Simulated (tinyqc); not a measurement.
# Van der Pauw, Hall and four-point-probe measurements on a doped layer, step by step

Numbers from tinyqc (`OMP_NUM_THREADS=1 python tinyqc.py 2850185 2850186 out.jsonl`; about 0.01 s on one thread of a shared Intel Xeon 2.30GHz). Printed values are rounded.

A uniform p-type layer with sheet resistance Rs = 1/(q ns mu), point contacts, low field (mu B small).

Parameters, values chosen for the exercise: sheet density of the layer ns = 1.2e14 cm^-2; drift mobility mu = 17 cm^2/(V s); Hall factor rH = 1.1; magnetic field B = 0.55 T; current I = 500 uA; side ratio a/b of a rectangular sample with corner contacts ar = 1.29; thickness of the layer t = 1100 nm.

Constants: q = 1.602176634e-19 C. Results are converted to the units shown.

## Resistances and Hall voltage

Rs = 1/(q ns mu). For a rectangle with contacts at the corners, RA = (8 Rs/pi) sum_(k>=0) ln coth((2k + 1) pi a/(2 b)) with current along a short side b and voltage along the opposite one, RB the same with a and b exchanged; Hall voltage VH = rH B I/(q ns), negative for electrons.

Rs = 3059.56 ohm/square
RA = 270.869 ohm
RB = 1378.55 ohm
VH = 1.57338 mV

RB/RA = 5.09; for a square both equal Rs ln 2/pi = 675 ohm.

## Starting value

z = 2 ln 2/(pi (RA + RB)), exact for RA = RB.

z at the start = 0.267532 mS

## Iteration 1: new z

The van der Pauw equation exp(-pi RA z) + exp(-pi RB z) = 1 is solved for z = 1/Rs: e1 = exp(-pi RA z), e2 = exp(-pi RB z), f = e1 + e2 - 1, f' = -pi (RA e1 + RB e2), z(new) = z - f/f'.

e1 = 0.796396
e2 = 0.313914
f = 0.110310
f' = -2.03721 kohm
z after iteration 1 = 0.321679 mS

## Iteration 2: new z

As before.

e1 = 0.760533
e2 = 0.248294
f = 0.00882711
f' = -1.72250 kohm
z after iteration 2 = 0.326804 mS

## Iteration 3: new z

As before.

e1 = 0.757223
e2 = 0.242844
f = 6.79210e-5
f' = -1.69609 kohm
z after iteration 3 = 0.326844 mS

## Course of the iteration

Stop when the step is below 1e-10 mS, or after 40 iterations.

Course of the iteration:

| iteration | z before the step (mS) | step (mS) |
|---|---|---|
| 1 | 0.267532 | 0.0541 |
| 2 | 0.321679 | 5.12e-3 |
| 3 | 0.326804 | 4.00e-5 |
| 4 | 0.326844 | 2.41e-9 |
| 5 | 0.326844 | 0 |

Converged in 5 iterations.

## Sheet density, mobility and bulk values

converged z = 0.326844 mS

Rs = 1/z; Hall sheet density B I/(q |VH|); Hall mobility |VH|/(Rs B I); true values ns = rH times the Hall density, mu = Hall mobility/rH; bulk density ns/t, resistivity Rs t; correction factor F = Rs/[(pi/ln 2)(RA + RB)/2].

Rs = 3059.56 ohm/square
Hall sheet density = 1.09091e14 cm^-2
Hall mobility = 18.7 cm^2/(V s)
ns = 1.2e14 cm^-2
mu = 17 cm^2/(V s)
bulk density = 1.09091e18 cm^-3
resistivity = 0.336552 ohm cm
F = 0.818530

Taking the mean of RA and RB without F would overstate Rs by 22 %.
